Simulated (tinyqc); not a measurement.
Vacuum evaporation: vapour pressure, source flux, thickness distribution, purity and step coverage: one step, computed by the program tinyqc.

Molecular flow, unit sticking of the metal, no re-evaporation. The background gas is taken as water vapour (18.015 g/mol, collision diameter 0.37 nm) at 300 K.

Problem. Offset source and rotation. Rotating wafer, source offset by s and facing upwards: thickness at radius r is the mean over the angle a of (1 + (r^2 + s^2 - 2 r s cos a)/h^2)^(-(n + 3)/2), by 360 equal steps; non-uniformity (max - min)/(max + min) over 21 radii from 0 to R.

Inputs (values chosen for the exercise, modelled on titanium, with constants for the liquid):
```
quantity                         value  unit
directionality n                     3     -
source-to-wafer distance h          47    cm
wafer radius R                     7.5    cm
source offset from the axis s/h    0.2     -
```

Give: centre thickness relative to an axial source; edge over centre, rotating; non-uniformity, rotating.

Solution.

centre thickness relative to an axial source = 0.8890

edge over centre, rotating = 0.9401

non-uniformity, rotating = 3.088 %
